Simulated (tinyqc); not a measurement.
Inside a calculation. Model: energy and delay of logic against supply voltage.

tinyqc, about 0.01 s, one thread, Intel Xeon 2.30GHz (shared host): `OMP_NUM_THREADS=1 python tinyqc.py 2082159 2082160 out.jsonl` Printed values are rounded.

One expression serves below and above threshold: I(Vg) = Ik [ln(1 + exp((Vg - VT + dd V)/(al nf Vt)))]^al, with I_on = I(V) and I_off = I(0). Gate delay td = kd C V/I_on, clock period LD td. Per gate and cycle the switching energy is act C V^2 and the leakage energy I_off V LD td. No short-circuit current, no variation. Minima are sought above 0.09 V; below a few Vt gates no longer switch and the model has no meaning.

Parameters, values chosen for the exercise; values of the order met in logic technologies:
- T = 250 K (temperature)
- VT = 0.42 V (threshold voltage at zero drain bias)
- nf = 1.15 (slope factor)
- dd = 0.07 (barrier lowering per volt of supply)
- Ik = 0.5 uA (specific current of a gate)
- al = 1.78 (exponent of the current law)
- C = 1.6 fF (load capacitance of a gate)
- kd = 1.2 (delay factor)
- LD = 16 (logic depth)
- act = 0.02 (activity factor)
- V = 0.98 V (supply voltage)

Constants: q = 1.602176634e-19 C, kB = 1.380649e-23 J/K, Vt = kB T/q. Results are converted to the units shown.

## Currents, delay and energies

I_on, I_off, td, clock frequency 1/(LD td), both energies and their sum.

I_on = 56.6226 uA
I_off = 3.45870e-4 nA
td = 33.2306 ps
clock frequency = 1.88080 GHz
switching energy = 30.7328 aJ
leakage energy = 1.80217e-4 aJ
energy = 30.7330 aJ

I_on/I_off = 1.64e8; leakage makes up 5.86e-4 % of the energy.

## Starting value

V = 0.17 V.

V at the start = 0.17 V

## Iteration 1: new V

Minimum-energy supply: E(V) is the energy per gate and cycle; with h = 0.001 V, E' = (E(V + h) - E(V - h))/(2 h), E'' = (E(V - h) - 2 E(V) + E(V + h))/h^2, V(new) = V - E'/E''.

E' = -15.7209 aJ/V
E'' = 759.727 aJ/V^2
V after iteration 1 = 0.190693 V

## Iteration 2: new V

As before.

E' = -2.97246 aJ/V
E'' = 488.835 aJ/V^2
V after iteration 2 = 0.196774 V

## Iteration 3: new V

As before.

E' = -0.190156 aJ/V
E'' = 427.567 aJ/V^2
V after iteration 3 = 0.197218 V

## Course of the iteration

Stop when the step is below 1e-9 V, or after 40 iterations.

Course of the iteration:
```
iteration  V before the step (V)   step (V)
1                           0.17     0.0207
2                       0.190693    6.08e-3
3                       0.196774    4.45e-4
4                       0.197218    2.18e-6
5                       0.197220  -3.51e-11
```

Converged in 5 iterations. There leakage makes up 25.2 % of the energy and the clock runs at 0.0178 MHz.
